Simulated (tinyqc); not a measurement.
# On-chip interconnect, size-dependent resistivity and RC delay: effects of single changes

A rectangular line between two neighbours and two ground planes. Surface and grain-boundary scattering are added to the bulk resistivity as corrections; capacitances are parallel-plate values without fringing; inductance is ignored.

Parameters, values chosen for the exercise; metal values close to those of copper:

| symbol | value | unit | meaning |
|---|---|---|---|
| rho0 | 1.69 | uohm cm | bulk resistivity |
| lam | 40 | nm | bulk mean free path |
| ps | 0 |  | specular share of surface scattering |
| Rg | 0.34 |  | reflection coefficient of grain boundaries |
| gr | 2 |  | grain size over the metal width |
| wd | 96 | nm | drawn line width |
| AR | 1.4 |  | aspect ratio, height over width |
| tl | 2.6 | nm | liner on both walls and the bottom, not conducting |
| sp | 190 | nm | space to the neighbouring lines |
| hd | 180 | nm | dielectric height to the planes above and below |
| ek | 3.9 |  | relative permittivity of the dielectric |
| Mf | 0 |  | Miller factor of the neighbours |
| Lw | 22 | um | line length |
| Rd | 3200 | ohm | driver resistance |
| Cl | 0.18 | fF | load capacitance |
| rho2 | 4.7 | uohm cm | bulk resistivity of the second metal (close to rhodium) |
| lam2 | 6.95 | nm | mean free path of the second metal |
| tl2 | 0.6 | nm | liner of the second metal |

Constants: eps0 = 8.8541878128e-12 F/m. Results are converted to the units shown.

Each table varies one quantity; the others keep the values above.

## Delay against the space to the neighbouring lines

Metal width x = wd - 2 tl, height y = AR wd - tl; grain boundaries (Mayadas-Shatzkes): al = (lam/(gr x)) Rg/(1 - Rg), g = 1/[1 - 3 al/2 + 3 al^2 - 3 al^3 ln(1 + 1/al)] - 1; surfaces (Fuchs-Sondheimer, thick limit): s = (3/8) lam (1 - ps)(1/x + 1/y); rho = rho0 (1 + g + s); r = rho/(x y); c = eps0 ek (2 wd/hd + 2 Mf AR wd/sp). Elmore delay tE = Rd (c Lw + Cl) + r Lw (c Lw/2 + Cl); t50 is the time at which the far end of a ladder of 30 pi sections (half capacitances at both ends, Cl at the far end, a step applied through Rd) reaches half the step; line share r Lw/(Rd + r Lw); estimate 0.69 Rd (c Lw + Cl) + 0.38 r c Lw^2 + 0.69 r Lw Cl.

Delay against the space to the neighbouring lines:
```
sp (nm),rho (uohm cm),r (ohm/um),c (fF/um),tE (ps),t50 (ps),estimate (ps),line share of the resistance (%)
48,2.440,2.039,0.03683,3.195,2.217,2.206,1.382
67,2.440,2.039,0.03683,3.195,2.217,2.206,1.382
93,2.440,2.039,0.03683,3.195,2.217,2.206,1.382
130,2.440,2.039,0.03683,3.195,2.217,2.206,1.382
180,2.440,2.039,0.03683,3.195,2.217,2.206,1.382
250,2.440,2.039,0.03683,3.195,2.217,2.206,1.382
350,2.440,2.039,0.03683,3.195,2.217,2.206,1.382
480,2.440,2.039,0.03683,3.195,2.217,2.206,1.382
```

As sp goes from 48 to 480, r stays at 2.04 ohm/um, c stays at 0.0368 fF/um and t50 stays at 2.22 ps. t50/tE stays at 0.694, and the estimate is within 0.51 % of t50.

## Two metals against line width

Metal width x = wd - 2 tl, height y = AR wd - tl; grain boundaries (Mayadas-Shatzkes): al = (lam/(gr x)) Rg/(1 - Rg), g = 1/[1 - 3 al/2 + 3 al^2 - 3 al^3 ln(1 + 1/al)] - 1; surfaces (Fuchs-Sondheimer, thick limit): s = (3/8) lam (1 - ps)(1/x + 1/y); rho = rho0 (1 + g + s); r = rho/(x y). The second metal has rho2, lam2 and tl2 in place of rho0, lam and tl; ps, Rg, gr and AR are shared.

Two metals against line width:
```
wd (nm),"rho, first (uohm cm)","rho, second (uohm cm)","r, first (ohm/um)","r, second (ohm/um)",ratio second/first
8,22.08,9.420,9170,1307,0.1425
10,14.12,8.378,2581,710.4,0.2753
13,9.623,7.464,790.8,359.4,0.4545
17,7.073,6.777,282.8,184.9,0.6539
22,5.543,6.286,117.0,100.1,0.8553
30,4.344,5.850,44.46,49.07,1.104
45,3.370,5.460,14.02,19.98,1.425
70,2.735,5.185,4.424,7.738,1.749
120,2.286,4.982,1.204,2.505,2.081
```

Read the table: what changes, and by how much?

The resistivity of the first metal falls from 22.1 to 2.29 uohm cm and that of the second goes from 9.42 to 4.98 uohm cm as the line widens. The products rho0 lam, which set the size effect, are 67.6 and 32.7 uohm cm nm. The two resistances cross at wd = 26.4 nm: below it the second metal gives the lower line resistance. For widths well under the mean free path the thick-limit surface term is only a guide.

Computed by the program tinyqc: `OMP_NUM_THREADS=1 python tinyqc.py 2100012 2100013 out.jsonl`, one thread of a shared Intel Xeon 2.30GHz, about 0.01 s for the whole run.
